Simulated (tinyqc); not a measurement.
# One electron in a tunnel-coupled double dot: charge qubit, sensing and quantum capacitance: two studies

Basis (left, right), H = [[ep/2, tc], [tc, -ep/2]], splitting Om = sqrt(ep^2 + 4 tc^2), ep = al times the gate voltage. In equilibrium the electron is on the right with the chance P_R = [1 + (ep/Om) tanh(Om/2 kB T)]/2.

Parameters, values chosen for the exercise:
```
symbol  value  unit                                   meaning
tc         15   ueV                           tunnel coupling
T        0.32     K                      electron temperature
al       0.43  eV/V     lever arm of the gate on the detuning
se          1   ueV  deviation of quasi-static detuning noise
```

Constants: q = 1.602176634e-19 C, kB = 1.380649e-23 J/K, hbar = 1.054571817e-34 J s, h = 6.62607015e-34 J s, Vt = kB T/q. Results are converted to the units shown.

Each table varies one quantity; the others keep the values above.

## Line shape against detuning

q^2 al^2 dP_R/d(ep) splits into Cq = q^2 al^2 (2 tc^2/Om^3) tanh(Om/2 kB T) and Ct = q^2 al^2 (ep/Om)^2/(4 kB T cosh^2(Om/2 kB T)); Ct appears only if relaxation is faster than the drive. A resonator of frequency f0, capacitance Cp and quality factor Q shifts by df = -f0 Cq/(2 Cp) and its phase by -2 Q Cq/Cp. A Ct of 0 means below 1e-6 aF.

Results:
```
ep (ueV)	Om (ueV)	P_R	Cq (aF)	Ct (aF)
0	30.00	0.5000	244.9	0
19.3	35.67	0.6541	167.3	53.12
38.6	48.89	0.7801	80.97	83.12
57.9	65.21	0.8677	39.81	66.50
77.2	82.82	0.9220	21.25	42.03
96.5	101.1	0.9536	12.27	23.85
115.8	119.6	0.9715	7.587	12.81
135.1	138.4	0.9817	4.964	6.682
173.7	176.3	0.9911	2.426	1.741
193	195.3	0.9932	1.786	0.8788
```

Estimate the missing row, ep = 154.4 ueV.

Computed row:
```
ep (ueV)	Om (ueV)	P_R	Cq (aF)	Ct (aF)
154.4	157.3	0.9876	3.403	3.427
```

With this row back in the table: Cq falls from 245 to 1.79 aF, and Ct goes from 0 through a maximum of 83.1 (at ep = 38.6 ueV among the rows listed) to 0.879 aF. Among the rows listed Ct reaches at most 33.9 % of the peak of Cq, with tc/kB T = 0.54: heat populates the upper level, lowers Cq and adds side lobes.

## Coherence against detuning

Noise in ep shifts Om by (ep/Om) d + (2 tc^2/Om^3) d^2. For Gaussian d of deviation se the spread of Om is sqrt[(ep se/Om)^2 + 2 (2 tc^2 se^2/Om^3)^2], and T2* is estimated as sqrt(2) hbar/spread; Om T2*/h counts the oscillations within T2*.

Coherence against detuning:
```
ep (ueV)	Om (ueV)	T2* (ns)	oscillations within T2*
0	30.00	39.49	286.5
0.75	30.01	27.11	196.7
1.5	30.04	16.87	122.5
3	30.15	9.110	66.41
6	30.59	4.716	34.89
12	32.31	2.503	19.56
22	37.20	1.574	14.16
45	54.08	1.119	14.63
90	94.87	0.9812	22.51
```

Read the table: what changes, and by how much?

T2* falls from 39.5 to 0.981 ns, towards sqrt(2) hbar/se = 0.931 ns far from the anticrossing; the first row is 40.2 times the last. First and second order are equal near ep = sqrt(2) se/2 = 0.707 ueV.

Numbers from tinyqc (`OMP_NUM_THREADS=1 python tinyqc.py 2470117 2470118 out.jsonl`; about 0.01 s on one thread of a shared Intel Xeon 2.30GHz).
